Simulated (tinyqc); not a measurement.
Changing the coupling Delta_1: valley-orbit splitting of a donor ground state, with strain. Computed by tinyqc, a small Python program. Command: `OMP_NUM_THREADS=1 python tinyqc.py 3011008 3011009 out.jsonl valleyorbit sweep`. One thread of a shared host (Intel(R) Xeon(R) Processor @ 2.30GHz), about 0.01 s of CPU time with the checks.

The basis is the 1s envelope in each valley; energies are counted from the unstrained conduction-band edge. The strain is e_s (a a^T - 1/3) for the unit stress axis a, so valley j along n_j moves by Xi_u e_s w_j with w_j = (n_j.a)^2 - 1/3: -1/3 for x and y, +2/3 for z.

Inputs (values chosen for the exercise, for a model many-valley semiconductor): single-valley binding energy E_0 = 34.6 meV; central-cell shift Lambda = 8.21 meV; coupling Delta_2 = 1.45 meV; shear deformation potential Xi_u = 8.44 eV; shear strain e_s = 0.0007.

Valleys: six along <100>. Stress axis: [001].

Method:
- By symmetry: E(A1) = E_0 + Lambda + 4 Delta_1 + Delta_2 (one state), E(T2) = E_0 + Lambda - Delta_2 (three), E(E) = E_0 + Lambda - 2 Delta_1 + Delta_2 (two), as binding energies.
- H_jj = -(E_0 + Lambda) + Xi_u e_s w_j; H_jk = -Delta_2 between opposite valleys and -Delta_1 between perpendicular ones.
- Diagonalise H; the ground vector has positive components. The density at the nucleus, and so the contact hyperfine coupling, scales as (sum_j c_j)^2/(number of valleys), which is 1 without strain; the envelopes are held fixed.
- The binding energy is counted from the lowest valley edge, min_j Xi_u e_s w_j; the gap is from the ground state to the next level.

One run for each value; columns: (1) coupling Delta_1 (meV); (2) E(A1) (meV); (3) E(T2) (meV); (4) hyperfine ratio A/A_0; (5) binding energy under strain (meV); (6) gap to the first excited state (meV):
```
(1)     (2)    (3)     (4)    (5)    (6)
0.61  46.70  41.36  0.8554  45.88   2.84
0.88  47.78  41.36  0.8965  46.76   4.26
1.30  49.46  41.36  0.9344  48.23   6.57
1.80  51.46  41.36  0.9583  50.07   8.71
2.60  54.66  41.36  0.9766  53.12  11.76
3.70  59.06  41.36  0.9872  57.41  16.05
5.30  65.46  41.36  0.9933  63.72  22.36
7.70  75.06  41.36  0.9967  73.25  31.89
```

Over the rows, E(A1) (meV) rises from 46.7 to 75.1 (exponent d ln y / d ln x 0.062 between the first rows and 0.37 between the last); E(T2) (meV) does not change; hyperfine ratio A/A_0 rises from 0.855 to 0.997 (exponent d ln y / d ln x 0.13 between the first rows and 0.0090 between the last). A larger valley-orbit coupling resists the strain, so A/A_0 moves back towards 1.

Extremes, crossings and ranges named in words are read from the listed rows.
